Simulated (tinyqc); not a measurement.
Inside a calculation. Model: capillary instabilities by surface diffusion: grooving and agglomeration of films, edge retraction, wire break-up and smoothing of roughness. Computed by tinyqc, a small Python program that keeps every step. Command: `OMP_NUM_THREADS=1 python tinyqc.py 3000751 3000752 out.jsonl dewet walk`. One thread of a shared host (Intel(R) Xeon(R) Processor @ 2.30GHz), about 0.01 s of CPU time with the checks. Intermediate numbers are printed to about 6 digits and carried at full precision; extremes and crossings named in words are read from the listed rows.

Isotropic surface energy; shapes change by surface diffusion alone.

Inputs (values chosen for the exercise, of the order of those of a cobalt film):
```
quantity                                value        unit
surface energy gamma_s                   2.11       J/m^2
grain-boundary energy gamma_b            0.68       J/m^2
contact angle on the substrate theta      120     degrees
atomic volume Omega                      11.1  angstrom^3
surface sites nu                          8.8      1/nm^2
prefactor D0                          2.8e-06       m^2/s
activation energy Q                      1.51          eV
temperature T                             836           K
time t                                   2100           s
film thickness h                           10          nm
grain radius R                            220          nm
wire radius r                              11          nm
initial ripple over radius               0.05           -
roughness wavelength lambda                49          nm
```

Grooves: at the surface only.

Constants: k_B = 8.617333262e-05 eV/K; k_B = 1.380649e-23 J/K.

## The Mullins constant

B = D_s nu gamma_s Omega^2/(k_B T), D_s = D0 exp(-Q/(k_B T)).

D_s = 2.20907e-15 m^2/s

B = 437.856 nm^4/s

length (B t)^(1/4) = 30.9662 nm

Lengths grow as t^(1/4): doubling one takes 16 times as long, or roughly 130 K more.

## Will grooves cut through?

Groove angle beta: sin(beta) = gamma_b/(2 gamma). For circular grains of radius R with spherical caps the groove ends (measured from the mean surface) at the depth R g(beta), g = (2 - 3 cos beta + cos^3 beta)/(3 sin^3 beta). The film parts if R g(beta_s) > h.

beta_s = 9.27292 degrees

sum of g = 0.0406382

critical R/h = 24.6074

final depth over h = 0.894041

The grooves stop short by this estimate; triple junctions groove deeper and may still open.

## Groove growth in time

Mullins' isolated groove: depth below the flat surface d = 0.780 m (B t)^(1/4), m = tan(beta_s), width between the ridges 4.6 (B t)^(1/4); time to reach h: (h/(0.780 m))^4/B.

groove depth = 3.94359 nm

groove width = 142.444 nm

time to reach the substrate = 86826.8 s

Caution: the grains are too small for the surface groove ever to reach the depth h.

## Retraction of a straight edge

A rim shaped as a circular segment with contact angle theta holds the area h x; its radius r obeys r^2 (theta - sin theta cos theta) = h x. To advance, the edge must carry a strip of the rim height H = r (1 - cos theta) over the rim, driven by the curvature 1/r over the distance r theta (the scaling argument of Brandon and Bradshaw): H dx/dt = B/(theta r^2) gives x^(5/2) = (5/2) B t c^(3/2)/(theta (1 - cos theta) h^(3/2)), c = theta - sin theta cos theta.

retraction x = 97.1273 nm

rim height H = 29.4052 nm

present speed = 0.0185004 nm/s

The rim is 2.9 times the film thickness. x goes as t^(2/5) h^(-3/5): thin films retract faster.

## Break-up of a free wire

A wire with r + A cos(k z) has dA/dt = (B/r^4) (kr)^2 [1 - (kr)^2] A: unstable for wavelengths above 2 pi r, fastest at kr = 1/sqrt 2 with the rate B/(4 r^4); break-up time about (4 r^4/B) ln(r/A0); each wavelength makes a sphere of radius (3 r^2 lambda_m/4)^(1/3).

fastest wavelength = 97.7434 nm

break-up time = 400.685 s

radius of the spheres = 20.7004 nm

t over the break-up time = 5.24103

The wire breaks up within t. Caution: faceting can stabilise wires along low-index directions.

## Smoothing against break-up

Roughness of wavelength lambda on a flat face decays as exp[-B (2 pi/lambda)^4 t]; the smoothing time is that for a factor e^3.

Times (s); the last column is (h/(0.780 tan beta_s))^4/B:
```
T (K)   B (nm^4/s)    smoothing  wire break-up  groove to depth h
711    1.29208e+01  8.58808e+02    1.35783e+04        2.94235e+06
752    4.68275e+01  2.36966e+02    3.74656e+03        8.11865e+05
794    1.52125e+02  7.29433e+01    1.15328e+03        2.49910e+05
836    4.37856e+02  2.53428e+01    4.00685e+02        8.68268e+04
878    1.13630e+03  9.76551e+00    1.54398e+02        3.34575e+04
920    2.69704e+03  4.11432e+00    6.50497e+01        1.40960e+04
1003   1.19641e+04  9.27480e-01    1.46640e+01        3.17763e+03
```

All times share 1/B, so their ratios do not depend on T: break-up over smoothing is 16. An anneal can smooth this roughness well before the wire breaks. Smoothing is safe for lambda well below 2 pi r, above which a ripple along the wire grows instead. B spans 3.0 decades over these rows.

Checks made by the program: g against the volume of a spherical cap (relative difference below 1e-10).
